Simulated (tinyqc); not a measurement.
What moves the zone average: special k points of the fcc lattice.

Lattice vectors in units of a: a1 = (0, 1/2, 1/2), a2 = (1/2, 0, 1/2), a3 = (1/2, 1/2, 0); reciprocal vectors b_i with a_i . b_j = 2 pi delta_ij. Mesh: k = sum_i f_i b_i with f_i = (2 j_i + shift)/(2 N), j_i = 0 .. N-1. The point group of the lattice has 48 operations; only those that map the mesh onto itself are used.

A_m(k) = sum over the m-th star of lattice vectors R of cos(k . R), stars in order of length: m = 1: |R|^2 = 0.5, 12 vectors, such as (1, 0, 0) in the basis a_i; m = 2: |R|^2 = 1, 6 vectors, such as (1, 1, -1) in the basis a_i; m = 3: |R|^2 = 1.5, 24 vectors, such as (2, 0, -1) in the basis a_i; m = 4: |R|^2 = 2, 12 vectors, such as (2, 0, 0) in the basis a_i; m = 5: |R|^2 = 2.5, 24 vectors, such as (2, 1, -1) in the basis a_i; m = 6: |R|^2 = 3, 8 vectors, such as (3, -1, -1) in the basis a_i. The zone mean of every A_m is zero.

Test function, the lower band of a two-band insulator: E(k) = -sqrt(D^2 + (e0 - t A_1(k))^2).

Values chosen for the exercise:
```
symbol  value  unit  meaning
D       2.82   eV    half gap term
t       0.32   eV    coupling
e0      1.97   eV    offset
N       6            points along each reciprocal vector
shift   1            half steps
```

Mean of E over the mesh, and its error against the unshifted mesh with N = 24.

Results for these values:
```
case  mean (eV)  error (meV)  irreducible points
base    -3.5844         0.00                  28
```

What happens to each result for shift = 0, all else kept?

Answer: mean does not change at the printed digits; error falls from 0.00 to -0.01; irreducible points falls from 28 to 16.

The same for each parameter in turn:
```
case          mean (eV)  error (meV)  irreducible points
base            -3.5844         0.00                  28
N = 7           -3.5844         0.00                  44
shift = 0       -3.5844        -0.01                  16
D = 1.974 eV    -2.9466         0.00                  28
t = 0.416 eV    -3.6879         0.00                  28
```

Run: tinyqc, `OMP_NUM_THREADS=1 python tinyqc.py 1680902 1680903 out.jsonl`; Intel(R) Xeon(R) Processor @ 2.30GHz, one thread, shared host; about 0.1 s of CPU time with all checks.
